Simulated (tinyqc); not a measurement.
Undoped symmetric double-gate MOSFET, analytic potential model: two steps of the calculation.

An undoped body of thickness ts between two equal insulators and tied gates; long channel, electrons only, n = ni exp((psi - V)/Vt) with V the quasi-Fermi potential (0 at the source, Vd at the drain), constant mobility, no quantisation. Across the body psi(x) = V - 2 Vt ln[(ts/(2 beta)) sqrt(q ni/(2 eps0 eps_r Vt)) cos(2 beta x/ts)], x from the centre. Q is the electron charge per area of the whole body.

Parameters, values chosen for the exercise; material values close to those of silicon:
```
symbol,value,unit,meaning
T,300,K,temperature
eps_r,11.6,,relative permittivity of the semiconductor
Nc,2.76e19,cm^-3,conduction-band density of states at T
ts,6,nm,body thickness
Vg,0.84,V,gate voltage
```

Constants: q = 1.602176634e-19 C, kB = 1.380649e-23 J/K, Vt = kB T/q, eps0 = 8.8541878128e-14 F/cm where lengths are in cm. Results are converted to the units shown.

Question 1. beta at the source by Newton steps in z = ln(tan beta). With V = 0, t = exp(z), beta = arctan(t): f = ln(beta) + (1/2) ln(1 + t^2) + 2 r beta t - (Vg - V0)/(2 Vt); with c = t/(1 + t^2), df/dz = c/beta + t c + 2 r t (c + beta); z(new) = z - f/(df/dz).

z after iteration 1 = 3.3239710
r = 0.50765864
V0 = 0.37370231 V

Wanted: beta; f; df/dz; z after iteration 2.

Answer 1.

beta = 1.535
f = 38.01
df/dz = 45.31
z after iteration 2 = 2.485

Question 2. Potential and electron density across the body at the source. psi(x) as above with V = 0 and beta = beta_s; n = ni exp(psi/Vt).

x/ts, point 0 to 6: 0  0.1  0.2  0.3  0.4  0.45  0.5
beta_s = 1.3755063
ni = 8.6369214e9 cm^-3

Find: psi; n.

Answer 2.

```
point  psi (V)  n (cm^-3)
0       0.5302   6.968e18
1       0.5322   7.523e18
2       0.5384   9.590e18
3       0.5503   1.514e19
4       0.5711   3.392e19
5       0.5880   6.527e19
6       0.6150   1.850e20
```

The density at the surface is 26.6 times that at the centre (1/cos^2 beta). It reaches 6.7 Nc, where Boltzmann statistics overestimate it.

Numbers from tinyqc (`OMP_NUM_THREADS=1 python tinyqc.py 2440121 2440122 out.jsonl`; about 0.03 s on one thread of a shared Intel Xeon 2.30GHz).
